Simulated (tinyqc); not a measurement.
# Nudged elastic band on a two-dimensional model surface, step by step

A worked calculation. Computed by tinyqc, a small Python program that keeps every step. Command: `OMP_NUM_THREADS=1 python tinyqc.py 3028230 3028231 out.jsonl neb walk`. One thread of a shared host (Intel(R) Xeon(R) Processor @ 2.30GHz), about 0.8 s of CPU time with the checks. Intermediate numbers are printed to about 6 digits and carried at full precision; extremes and crossings named in words are read from the listed rows.

V(x, y) = h u^2 + t x + (kappa/2)(y + c u)^2 with u = x^2/w^2 - 1; the path runs from the minimum near (-w, 0) to that near (w, 0).

Inputs (values chosen for the exercise, for a model surface): height h = 1.3 eV; half width w = 1.4 angstrom; transverse stiffness kappa = 3.3 eV/angstrom^2; curvature c = 0.89 angstrom; tilt t = -0.32 eV/angstrom; movable images n = 4; spring constant k_s = 1.8 eV/angstrom^2; step factor eta = 0.029 angstrom^2/eV; iteration cap = 600.

Surface: curved double well. Climbing image: on.

## Stationary points

Newton steps x(new) = x - H^-1 grad V (moves limited to 0.3 angstrom) from (-w, 0), (w, 0) and (0, c) give the two minima and the saddle.

positions (angstrom), rows start, end, saddle, columns x, y:
$$\begin{pmatrix}
-1.33527 & 0.08039 \\
1.45680 & -0.07369 \\
-0.12153 & 0.88329
\end{pmatrix}$$

energies (eV): start 0.43789, end -0.45727, saddle 1.31937

barrier from the start = 0.881477 eV

## Straight-line start

Images are spaced evenly on the line between the minima.

images at the start (angstrom), rows image 1, image 2, image 3, image 4, columns x, y:
$$\begin{pmatrix}
-0.776857 & 0.049578 \\
-0.218442 & 0.018761 \\
0.339973 & -0.012055 \\
0.898389 & -0.042871
\end{pmatrix}$$

energies above the start (eV): [0.96268, 2.06040, 1.79543, 0.25371]

The highest image lies +1.1789 eV from the true barrier.

## Iteration 1

Tangent at image i: towards the higher neighbour if the energies rise or fall through i; at a maximum or minimum, tau = t+ dmax + t- dmin if V(i+1) > V(i-1), else t+ dmin + t- dmax, with t+ = R(i+1) - R(i), t- = R(i) - R(i-1) and dmax, dmin the larger and smaller of |V(i+1) - V(i)| and |V(i-1) - V(i)|; then normalise. Force F = -grad V + (grad V.tau) tau + k_s (|t+| - |t-|) tau. With a climbing image, the highest image feels instead F = -grad V + 2 (grad V.tau) tau and no spring. Update R(new) = R + eta F; the end points stay fixed.

unit tangents, rows image 1, image 2, image 3, image 4, columns x, y:
$$\begin{pmatrix}
0.998481 & -0.055101 \\
0.998481 & -0.055101 \\
0.998481 & -0.055101 \\
0.998481 & -0.055101
\end{pmatrix}$$

forces (eV/angstrom), rows image 1, image 2, image 3, image 4, columns x, y:
$$\begin{pmatrix}
0.09547 & 1.72996 \\
1.10523 & 2.69836 \\
0.16042 & 2.90700 \\
0.11269 & 2.04202
\end{pmatrix}$$

images after iteration 1 (angstrom), rows image 1, image 2, image 3, image 4, columns x, y:
$$\begin{pmatrix}
-0.774089 & 0.099746 \\
-0.186390 & 0.097014 \\
0.344626 & 0.072248 \\
0.901656 & 0.016348
\end{pmatrix}$$

## Iteration 2

The formulas are those given above.

unit tangents, rows image 1, image 2, image 3, image 4, columns x, y:
$$\begin{pmatrix}
0.999989 & -0.004650 \\
0.999359 & -0.035808 \\
0.998914 & -0.046587 \\
0.995002 & -0.099853
\end{pmatrix}$$

forces (eV/angstrom), rows image 1, image 2, image 3, image 4, columns x, y:
$$\begin{pmatrix}
0.05504 & 1.69895 \\
0.78191 & 2.51528 \\
0.17234 & 2.60435 \\
0.20075 & 1.95408
\end{pmatrix}$$

images after iteration 2 (angstrom), rows image 1, image 2, image 3, image 4, columns x, y:
$$\begin{pmatrix}
-0.772493 & 0.149016 \\
-0.163715 & 0.169957 \\
0.349623 & 0.147774 \\
0.907478 & 0.073016
\end{pmatrix}$$

## All iterations

Start on the straight line; stop when the largest force is below 1e-4 or above 1e6 eV/angstrom.

Course of the band:
```
iteration  highest image (eV)  largest force (eV/angstrom)
1                     2.06040                  2.91593e+00
2                     1.87277                  2.63402e+00
3                     1.70597                  2.38002e+00
4                     1.56264                  2.15084e+00
5                     1.44187                  1.94384e+00
6                     1.34129                  1.75680e+00
7                     1.25813                  1.58774e+00
8                     1.18966                  1.43493e+00
9                     1.13346                  1.29682e+00
...                       ...                          ...
151                   0.88148                  1.54236e-04
152                   0.88148                  1.46087e-04
153                   0.88148                  1.38364e-04
154                   0.88148                  1.31044e-04
155                   0.88148                  1.24107e-04
156                   0.88148                  1.17534e-04
157                   0.88148                  1.11304e-04
158                   0.88148                  1.05402e-04
159                   0.88148                  9.98088e-05
```

Band at the end:
```
image  x (angstrom)  y (angstrom)     E (eV)
0          -1.33527      0.080394   0.000000
1          -0.84214      0.653783   0.373167
2          -0.12153      0.883294   0.881477
3           0.53380      0.809888   0.344781
4           1.10849      0.486371  -0.572360
5           1.45680     -0.073687  -0.895160
```

energy of the highest image = 0.881477 eV

iterations = 159

largest force at the end = 9.98088e-05 eV/angstrom

Converged in 159 iterations. The climbing image sits on the saddle, so its energy is the barrier.

## Plain band against climbing image

Images are counted without the end points, and convergence is judged on the largest force on an image. Each run starts on the straight line with the same k_s and eta, for at most 1500 iterations; errors are against the Newton saddle; a dash marks a run that did not reach 1e-4 eV/angstrom.

Error of the highest image (meV) and iterations:
```
images  plain, error  plain, iterations  climbing, error  climbing, iterations
2           -151.122                145                0                   128
3            -70.952                214                0                   104
4            -18.734                283                0                   159
5            -71.034                378                0                   160
6             -0.494                472                0                   224
8             -1.805                687                0                   276
10            -7.025                919                0                   313
```

The plain band underestimates the barrier by 0.49 to 151.12 meV, depending on how near an image falls to the saddle (worst for 2 images, best for 6). The climbing image is within about 0.001 meV in every converged run, so few images suffice for the barrier.

Checks made by the program: climbing image against the Newton saddle (relative difference below 1e-10).
